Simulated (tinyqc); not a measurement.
Inside a calculation. Model: space-charge-limited current through a thin insulating or semi-insulating film with traps. Computed by tinyqc, a small Python program that keeps every step. Command: `OMP_NUM_THREADS=1 python tinyqc.py 3023322 3023323 out.jsonl sclc walk`. One thread of a shared host (Intel(R) Xeon(R) Processor @ 2.30GHz), about 0.01 s of CPU time with the checks. Intermediate numbers are printed to about 7 digits and carried at full precision; extremes and crossings named in words are read from the listed rows.

One ohmic injecting contact at x = 0 (field zero), drift only, non-degenerate free carriers.

Inputs (values chosen for the exercise, modelled on Si3N4): permittivity eps = 7.5; band mobility mu = 0.11 cm^2/(V s); effective density of states N_c = 9.5e+19 1/cm^3; trap density N_t = 1.7e+17 1/cm^3; equilibrium Fermi level below the band edge, E_0 = 0.65 eV; thickness d = 340 nm; free density at the anode, in units of N_c = 2.3e-08; temperature T = 400 K; characteristic temperature T_c = 900 K.

Traps: exponential tail.

Constants: k_B = 8.617333262e-05 eV/K; e = 1.602176634e-19 C; eps_0 = 8.8541878128e-12 F/m.

## Equilibrium and landmark voltages

Free density n_0 = N_c exp(-E_0/k_B T) in equilibrium; trapped density n_t(n) = N_t (n/N_c)^(T/T_c) (the low-temperature form). theta = n/(n + n_t) at the anode density; trap-filled-limit voltage V_TFL = e (N_t - n_t(n_0)) d^2/(2 eps eps_0).

n_0 = 6.138808e+11 1/cm^3

n_t(n_0) = 3.895912e+13 1/cm^3

theta = 0.03091381

V_TFL = 23.70160 V

## One point of the curve

J = e mu n F and (eps eps_0/e) dF/dx = n - n_0 + n_t(n) - n_t(n_0) = rho(n). With F = J/(e mu n): d = (eps eps_0 J/(e^2 mu)) I_1 and V = (eps eps_0 J^2/(e^3 mu^2)) I_2, I_k = int_(n_L)^infinity dn/(n^(k+1) rho(n)), n_L the density at the anode; with u = n_L/n, 200 Gauss-Legendre points in t, u = 1 - (1 - t)^2. Anode field J/(e mu n_L); Mott-Gurney current (9/8) eps eps_0 mu V^2/d^3; ohmic current e n_0 mu V/d.

I_1 = 7.899131e-27 cm^6

I_2 = 2.313774e-39 cm^9

current density J = 1.830219e-05 A/cm^2

voltage V = 0.01034238 V

anode field over mean field V/d = 1.562453

trap-free Mott-Gurney current = 2.236452e-04 A/cm^2

ohmic current = 3.291007e-06 A/cm^2

J is 0.0818 times the trap-free law and 5.56 times the ohmic current; theta is 0.0309. The field ratio is 1 for ohmic flow, 3/2 for the square law and 2 for a uniform fixed charge; here 1.56. Caution: V is below 10 k_B T/e, where diffusion from the contact, left out here, dominates.

## The whole curve

The last column is d ln J/d ln V up to the next row.

Current against voltage:
```
n_L (1/cm^3)         V (V)    J (A/cm^2)     slope
6.40e+11      1.590333e-03  6.532913e-07  1.824465
2.70e+12      1.221723e-02  2.695525e-05  2.520091
1.20e+13      3.316399e-02  3.338807e-04  2.624097
4.90e+13      7.875557e-02  3.230280e-03  2.524831
2.10e+14      2.025404e-01  3.507539e-02  2.357244
8.80e+14      5.739673e-01  4.086601e-01  2.208649
3.70e+15      1.857624e+00  5.469270e+00  2.108422
1.60e+16      6.890593e+00  8.674636e+01  2.052469
6.70e+16      2.671052e+01  1.399514e+03  2.024634
2.80e+17      1.075309e+02  2.347357e+04  2.011273
1.20e+18      4.527696e+02  4.229658e+05  2.005078
5.10e+18      1.908980e+03  7.574023e+06         -
```

The slope starts at 1.82, peaks at 2.6 between 0.0332 and 0.0788 V and ends at 2.01. Rows below 0.34 V (10 k_B T/e) are formal, since diffusion from the contact rules there. Self-heating is left out, although J V exceeds 1e5 W/cm^2 at the last row. Rows above 102 V are formal, since the mean field exceeds 3 MV/cm and breakdown sets in. An exponential tail gives the power law T_c/T + 1 = 3.25, which this range does not fully reach.

Checks made by the program: trap-free limit against the Mott-Gurney law (relative difference 5e-08).
